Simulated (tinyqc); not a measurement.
Inside a calculation. Method: coherent transport through a tight-binding region between two chains. Computed by tinyqc, a small Python program that keeps every step. Settings: temperature = 4, mu = -0.11. Command: `OMP_NUM_THREADS=1 python tinyqc.py 26663 26664 out.jsonl` (the two numbers bound the seeds that draw the settings). One thread of a shared host (Intel(R) Xeon(R) Processor @ 2.60GHz), about 0.09 s of CPU time with the checks.

## Transmission at E = 0.84 eV

H of the central region (eV), lower triangle:
```
         1        2        3        4       5
1   0.0000
2  -2.2600   0.0000
3   0.0000  -2.2600   0.0000
4   0.0000   0.0000  -2.2600   0.0000
5  -2.2600   0.0000   0.0000  -2.2600  0.0000
```

Leads: semi-infinite chains with site energy 0:

| parameter | value |
|---|---|
| lead hopping t (eV) | 1.100000 |
| coupling to the left lead (eV) | 1.160000 |
| coupling to the right lead (eV) | 1.140000 |
| left contact site | 1 |
| right contact site | 4 |

E = 0.8400 eV

Surface Green function g = (E - i sqrt(4 t^2 - E^2)) / (2 t^2); self-energy tc^2 g on each contact site; G = (E - H - Sigma)^(-1); Gamma = -2 Im Sigma; T = Gamma_L Gamma_R |G_LR|^2; local density of states -Im G_ii / pi.

g = 0.3471-0.8402i 1/eV

G (1/eV), lower triangle:
```
                 1                2                3               4
1   0.0795-0.0353i
2   0.2125-0.0495i   0.0850-0.0846i
3  -0.1585+0.0536i   0.1984+0.0809i   0.0848-0.0837i
4  -0.1536+0.0295i  -0.1587+0.0545i   0.2126-0.0498i  0.0797-0.0360i
5   0.1992+0.0155i  -0.1448-0.0136i  -0.1454-0.0104i  0.1988+0.0175i

                5
5  0.1196-0.0886i
```

local density of states (1/eV): 0.0112  0.0269  0.0266  0.0115  0.0282

transmission = 0.1208

## Transmission across the band

The same steps on a grid of energies.

T(E):

| E (eV) | T |
|---|---|
| -2.090000 | 0.7457 |
| -1.881000 | 0.7882 |
| -1.672000 | 0.8653 |
| -1.463000 | 0.4821 |
| -1.254000 | 0.2003 |
| -1.045000 | 0.2951 |
| -0.836000 | 0.3049 |
| -0.627000 | 0.2918 |
| -0.418000 | 0.2706 |
| -0.209000 | 0.2462 |
| 0.000000 | 0.2205 |
| 0.209000 | 0.1948 |
| 0.418000 | 0.1694 |
| 0.627000 | 0.1448 |
| 0.836000 | 0.1212 |
| 1.045000 | 0.0987 |
| 1.254000 | 0.0775 |
| 1.463000 | 0.0577 |
| 1.672000 | 0.0393 |
| 1.881000 | 0.0224 |
| 2.090000 | 0.0073 |

levels of the isolated region (eV): -4.5200  -1.3968  -1.3968  3.6568  3.6568

## Current

I = (2e/h) int T(E) [f(E - mu - V/2) - f(E - mu + V/2)] dE at 4 K with mu = -0.11 eV, the bias not changing H; 2e^2/h = 77.48092 microsiemens; the integral runs over the band on 4001 points.

Current:

| V (volt) | I (microampere) |
|---|---|
| 0.0100 | 0.1813 |
| 0.0500 | 0.9066 |
| 0.1000 | 1.8137 |
| 0.2000 | 3.6271 |
| 0.4000 | 7.2521 |
| 0.8000 | 14.4846 |
